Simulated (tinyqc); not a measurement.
The whole curve: space-charge-limited current through a thin insulating or semi-insulating film with traps. Computed by tinyqc, a small Python program. Command: `OMP_NUM_THREADS=1 python tinyqc.py 3026923 3026924 out.jsonl sclc walk`. One thread of a shared host (Intel(R) Xeon(R) Processor @ 2.30GHz), about 0.01 s of CPU time with the checks.

One ohmic injecting contact at x = 0 (field zero), drift only, non-degenerate free carriers.

Inputs (values chosen for the exercise, modelled on Si3N4): permittivity eps = 7.5; band mobility mu = 0.13 cm^2/(V s); effective density of states N_c = 9.9e+19 1/cm^3; trap density N_t = 3.3e+15 1/cm^3; equilibrium Fermi level below the band edge, E_0 = 0.65 eV; thickness d = 790 nm; temperature T = 300 K; characteristic temperature T_c = 1200 K.

Traps: exponential tail.

Constants: k_B = 8.617333262e-05 eV/K; eps_0 = 8.8541878128e-12 F/m; e = 1.602176634e-19 C.

Method:
- Free density n_0 = N_c exp(-E_0/k_B T) in equilibrium; trapped density n_t(n) = N_t (n/N_c)^(T/T_c) (the low-temperature form).
- J = e mu n F and (eps eps_0/e) dF/dx = n - n_0 + n_t(n) - n_t(n_0) = rho(n). With F = J/(e mu n): d = (eps eps_0 J/(e^2 mu)) I_1 and V = (eps eps_0 J^2/(e^3 mu^2)) I_2, I_k = int_(n_L)^infinity dn/(n^(k+1) rho(n)), n_L the density at the anode; with u = n_L/n, 200 Gauss-Legendre points in t, u = 1 - (1 - t)^2.
- The last column is d ln J/d ln V up to the next row.

Current against voltage:
```
n_L (1/cm^3)       V (V)  J (A/cm^2)   slope
1.30e+09      8.8048e-04  3.9558e-10  2.1001
6.50e+09      4.7009e-03  1.3334e-08  3.2700
3.40e+10      9.9174e-03  1.5316e-07  3.7971
1.80e+11      1.8080e-02  1.4976e-06  3.9186
9.30e+11      3.1697e-02  1.3517e-05  3.5991
4.90e+12      5.9542e-02  1.3071e-04  2.9958
2.50e+13      1.3198e-01  1.4190e-03  2.4675
1.30e+14      3.9429e-01  2.1124e-02  2.1745
6.90e+14      1.5973e+00  4.4254e-01  2.0564
3.60e+15      7.5554e+00  1.0809e+01  2.0171
1.90e+16      3.8648e+01  2.9082e+02  2.0050
9.90e+16      1.9952e+02  7.8150e+03       -
```

The slope starts at 2.10, peaks at 3.9 between 0.0181 and 0.0317 V and ends at 2.01. Rows below 0.26 V (10 k_B T/e) are formal, since diffusion from the contact rules there. Self-heating is left out, although J V exceeds 1e5 W/cm^2 at the last row. An exponential tail gives the power law T_c/T + 1 = 5.00, which this range does not fully reach.

Extremes, crossings and ranges named in words are read from the listed rows.
